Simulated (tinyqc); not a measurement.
# Tunnelling through a two-layer gate stack, WKB transmission and Tsu-Esaki current: effects of single changes

Electrons leave the emitter at x = 0. Energies E (motion across the layers) are in eV from the emitter Fermi level; the collector Fermi level lies at -V and offers states at every E. No charge in the dielectric and no image force: F1 = V/(t1 + t2 eps1/eps2), F2 = F1 eps1/eps2; U = phi1 - F1 x in layer 1 and phi2 - F1 t1 - F2 (x - t1) in layer 2. With C = hbar^2/(2 m0), kappa = sqrt(m (U - E)/C) where U > E and 0 elsewhere; T(E) = exp(-S), S = 2 times the integral of kappa over x.

Inputs (values chosen for the exercise); layer 1 close to silicon dioxide, layer 2 close to hafnium oxide: temperature T = 300 K; Fermi energy of the emitter above its band bottom Ef = 3.9 eV; emitter mass in the supply function me = 1 m0; barrier of layer 1 above the emitter Fermi level at zero bias phi1 = 3.22 eV; tunnelling mass of layer 1 m1 = 0.52 m0; thickness of layer 1 t1 = 0.7 nm; relative permittivity of layer 1 eps1 = 3.74; barrier of layer 2 at zero bias phi2 = 1.48 eV; tunnelling mass of layer 2 m2 = 0.2 m0; thickness of layer 2 t2 = 3.6 nm; relative permittivity of layer 2 eps2 = 22.9; voltage across the dielectric V = 1.4 V.

Constants: q = 1.602176634e-19 C, kB = 1.380649e-23 J/K, hbar = 1.054571817e-34 J s, m0 = 9.1093837015e-31 kg, Vt = kB T/q, hbar^2/(2 m0) = 0.0380998212 eV nm^2. Results are converted to the units shown.

Each table varies one quantity; the others keep the values above.

## Effect of the barrier height

Each layer adds (2/F) sqrt(m/C) [G(u at its left edge) - G(u at its right edge)] to S, with u = U - E (0 where negative) and G(u) = (2/3) u^1.5. J = J0 times the integral of T(E) N(E) dE, N = ln[(1 + exp(-E/Vt))/(1 + exp((-E - V)/Vt))], J0 = q^2 me m0 kB T/(2 pi^2 hbar^3) (times 1e-4 for A/cm^2 per eV), from E = -Ef to far above the barrier (T = 1 there), by quadrature converged to the digits shown.

Effect of the barrier height:
```
phi1 (eV)	S at E = 0	T(E = 0)	J (A/cm^2)	mean E of the current (eV)
1.6	15.79	1.386e-7	13.70	-0.1039
1.9	16.46	7.085e-8	7.169	-0.1080
2.2	17.07	3.869e-8	3.986	-0.1111
2.5	17.62	2.219e-8	2.320	-0.1137
2.8	18.14	1.323e-8	1.400	-0.1157
3.1	18.63	8.142e-9	0.8705	-0.1175
3.4	19.09	5.144e-9	0.5549	-0.1190
3.7	19.52	3.324e-9	0.3614	-0.1203
```

J falls from 13.7 to 0.361 A/cm^2, on average 0.752 decades for each eV, while S rises from 15.8 to 19.5. In every row the field exceeds 10 MV/cm (up to 10.9), more than most dielectrics sustain; the model ignores breakdown. In every row a layer is thinner than 0.8 nm, a few atomic planes, where an effective mass is a rough description.

## Effect of the tunnelling mass m2

Same model as above.

Effect of the tunnelling mass m2:
```
m2 (m0)	S at E = 0	T(E = 0)	J (A/cm^2)	mean E of the current (eV)
0.12	16.54	6.588e-8	10.51	-0.1824
0.15	17.46	2.616e-8	3.484	-0.1536
0.2	18.81	6.756e-9	0.7250	-0.1181
0.25	20.01	2.050e-9	0.1901	-0.09078
0.31	21.29	5.684e-10	0.04709	-0.06299
0.4	23.00	1.028e-10	0.007919	-0.02461
0.5	24.68	1.904e-11	0.001511	0.01974
0.63	26.64	2.690e-12	2.621e-4	0.08569
```

What does the comparison show?

J falls from 10.5 to 2.62e-4 A/cm^2. S goes as m2^(0.29): only one of the two layers feels this mass, so the power is below 0.5. In every row the field exceeds 10 MV/cm (up to 10.9), more than most dielectrics sustain; the model ignores breakdown. In every row a layer is thinner than 0.8 nm, a few atomic planes, where an effective mass is a rough description.

## Current against voltage

Same model as above.

Current against voltage:
```
V (V)	S at E = 0	T(E = 0)	J (A/cm^2)	mean E of the current (eV)
0.2	28.19	5.692e-13	1.184e-4	-0.1829
0.49	26.39	3.442e-12	7.753e-4	-0.2106
0.77	24.47	2.354e-11	0.004600	-0.1985
1.06	22.20	2.290e-10	0.03614	-0.1723
1.35	19.40	3.762e-9	0.4339	-0.1300
1.64	15.24	2.406e-7	16.61	-0.06507
1.92	12.10	5.555e-6	502.5	-0.09050
2.21	9.958	4.736e-5	6413	-0.1299
2.5	8.626	1.794e-4	3.975e4	-0.1752
```

What does the comparison show?

J rises from 1.18e-4 to 39800 A/cm^2, by 2.81 decades a volt between the first two rows and 2.73 between the last two. From V = 1.64 V on (among the rows) a band edge falls below the emitter Fermi level, so electrons at E = 0 no longer cross the full thickness. In 5 of the 9 rows the field exceeds 10 MV/cm (up to 19.4), more than most dielectrics sustain; the model ignores breakdown. In every row a layer is thinner than 0.8 nm, a few atomic planes, where an effective mass is a rough description.

## Effect of the thickness t2 at fixed voltage

Same model as above.

Effect of the thickness t2 at fixed voltage:
```
t2 (nm)	S at E = 0	T(E = 0)	J (A/cm^2)	mean E of the current (eV)
2.2	14.11	7.466e-7	157.7	-0.2321
2.7	15.75	1.448e-7	22.74	-0.1811
3.2	17.44	2.678e-8	3.335	-0.1430
3.7	19.16	4.773e-9	0.4957	-0.1124
4.2	20.91	8.261e-10	0.07463	-0.08611
4.7	22.69	1.397e-10	0.01140	-0.06184
5.2	24.49	2.316e-11	0.001775	-0.03792
5.7	26.30	3.780e-12	2.826e-4	-0.01273
```

What does the table show?

J falls from 158 to 2.83e-4 A/cm^2: 1.68 decades a nanometre between the first two rows and 1.60 between the last two. The exponent S alone gives dS/dt/ln 10 = 1.42 and 1.57. In 5 of the 8 rows the field exceeds 10 MV/cm (up to 13.2), more than most dielectrics sustain; the model ignores breakdown. In every row a layer is thinner than 0.8 nm, a few atomic planes, where an effective mass is a rough description.

tinyqc, about 0.04 s, one thread, Intel Xeon 2.30GHz (shared host): `OMP_NUM_THREADS=1 python tinyqc.py 2540060 2540061 out.jsonl`
